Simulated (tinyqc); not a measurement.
One-sided p+-n junction, ionisation integral and breakdown: one step of the calculation.

A p+ layer at x < 0 and an n drift layer from x = 0. Depletion approximation, built-in voltage neglected. Local ionisation coefficients alpha_n = an exp(-(bn/E)^mx), alpha_p = ap exp(-(bp/E)^mx). Electrons move towards +x, holes towards x = 0.

Task. Ionisation integrals by the trapezoid rule. G(x) = integral from 0 to x of (alpha_n - alpha_p); I_n = integral of alpha_n exp(-G) (electrons injected at x = 0), I_p = integral of alpha_p exp(G(end) - G) (holes injected at the far edge); M = 1/(1 - I). All integrals by the trapezoid rule on the grid.

```
point	x (um)	alpha_n (1/cm)	alpha_p (1/cm)
0	0.00000000	70528.614	1.4945011e5
1	0.02662176	54399.364	1.2202862e5
2	0.05324352	40865.235	97605.544
3	0.07986528	29771.641	76224.711
4	0.10648705	20925.686	57884.329
5	0.13310881	14098.791	42528.694
6	0.15973057	9032.1408	30040.846
7	0.18635233	5445.3776	20237.436
8	0.21297409	3048.6313	12867.463
9	0.23959585	1557.4155	7616.9027
10	0.26621762	709.08495	4121.2324
11	0.29283938	278.56217	1987.2840
12	0.31946114	90.197050	824.05222
13	0.34608290	22.513756	278.88506
```

Find: G; alpha_n exp(-G); I_n; I_p; M_n; M_p.

Result.

```
point	G	alpha_n exp(-G) (1e4 1/cm)
0	0.0000	7.053
1	-0.1951	6.612
2	-0.3606	5.861
3	-0.4980	4.899
4	-0.6090	3.847
5	-0.6960	2.828
6	-0.7619	1.935
7	-0.8095	1.223
8	-0.8423	0.708
9	-0.8634	0.369
10	-0.8760	0.170
11	-0.8828	0.067
12	-0.8861	0.022
13	-0.8874	0.005
```

I_n = 0.8538
I_p = 0.9371
M_n = 6.839
M_p = 15.91

Program tinyqc, `OMP_NUM_THREADS=1 python tinyqc.py 2120152 2120153 out.jsonl`; Intel Xeon 2.30GHz, shared host, one thread, about 0.03 s.
